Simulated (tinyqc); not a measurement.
Gate sweep: ballistic transport through the one-dimensional subbands of a rectangular nanowire or nanosheet channel. Computed by tinyqc, a small Python program. Command: `OMP_NUM_THREADS=1 python tinyqc.py 3027956 3027957 out.jsonl wire walk`. One thread of a shared host (Intel(R) Xeon(R) Processor @ 2.30GHz), about 0.02 s of CPU time with the checks.

Hard walls, parabolic subbands, transport along x. Energies are counted from the bulk conduction band edge at the top of the barrier, which the gate pulls down by U; the source Fermi level lies at the bulk edge when U = 0.

Inputs (values chosen for the exercise, modelled on silicon):
```
quantity,value,unit
light mass m_t,0.19,m_0
heavy mass m_l,0.898,m_0
height a,3.2,nm
width b,5.9,nm
equivalent oxide thickness t,2.4,nm
drain voltage V_D,0.74,V
temperature T,300,K
```

Valleys: silicon [100] wire.

Constants: hbar^2/(2 m_0) = 3.80998212 eV angstrom^2; k_B = 8.617333262e-05 eV/K; m_0 = 9.1093837015e-31 kg; k_B = 1.380649e-23 J/K; hbar = 1.054571817e-34 J s; eps_0 = 8.8541878128e-12 F/m; e = 1.602176634e-19 C; h = 6.62607015e-34 J s.

Method:
- E_pq = (hbar^2 pi^2/2)(p^2/(m_y b^2) + q^2/(m_z a^2)); valley pairs: (m_x, m_y, m_z) = (m_t, m_t, m_l), (m_t, m_l, m_t), (m_l, m_t, m_t), each with degeneracy g = 2; the 10 lowest subbands are kept.
- F_j(eta) = (1/Gamma(j + 1)) int_0^infinity x^j/(1 + exp(x - eta)) dx, F_0 = ln(1 + exp(eta)). Integrals over x = E/(k_B T) use 160 Gauss-Legendre points in u = sqrt(x) from 0 to sqrt(max(eta, 0) + 32).
- With degeneracy g = 2, eta_i = (U - E_i)/(k_B T) and u = e V_D/(k_B T): line density n = sum_i g sqrt(2 m_x k_B T/pi)/(2 hbar) [F_-1/2(eta_i) + F_-1/2(eta_i - u)]; gate: e n = C_ox (V_G - U/e), C_ox = 3.9 eps_0 2 (a + b)/t (flat-plate estimate); I = (2 e k_B T/h) sum_i g [F_0(eta_i) - F_0(eta_i - u)].
- Open modes are sum_i g/(1 + exp(-eta_i)). The last column is e dn/dV_G over C_ox, taken up to the next row.

Subbands:
```
valley axis,p,q,E (meV),m_x (m_0)
z,1,1,97.747,0.190
y,1,1,205.301,0.190
z,1,2,220.426,0.190
y,2,1,241.390,0.190
x,1,1,250.127,0.898
z,2,1,268.311,0.190
y,3,1,301.536,0.190
y,4,1,385.742,0.190
z,2,2,390.989,0.190
x,2,1,420.690,0.898
```

Against the gate voltage:
```
V_G (V),U (meV),n (1/nm),I (microampere),open modes,C_g/C_ox
-0.200,-200.00,2.0891e-06,4.1184e-05,2.0561e-05,5.9728e-04
-0.100,-100.06,9.9710e-05,1.9659e-03,9.8121e-04,3.9838e-02
0.018,13.24,7.7829e-03,1.5457e-01,7.5789e-02,4.3189e-01
0.150,88.23,1.0096e-01,2.1971e+00,8.6286e-01,6.8225e-01
0.250,120.00,2.1247e-01,5.1675e+00,1.5566e+00,7.4124e-01
0.380,153.64,3.6996e-01,1.0188e+01,2.3150e+00,8.0027e-01
0.520,181.61,5.5308e-01,1.6132e+01,3.2609e+00,8.5892e-01
0.680,204.18,7.7769e-01,2.2860e+01,4.5179e+00,8.9542e-01
0.850,221.96,1.0265e+00,2.9970e+01,5.8498e+00,9.1422e-01
1.000,234.82,1.2506e+00,3.6343e+01,6.9466e+00,-
```

What does the comparison show, and why?

Between the first two rows the current rises one decade per 60 mV, against the limit ln(10) k_B T/e = 60 mV. Above threshold C_g/C_ox lies between 0.68 and 0.91: the quantum capacitance in series costs a visible part.

Extremes, crossings and ranges named in words are read from the listed rows.
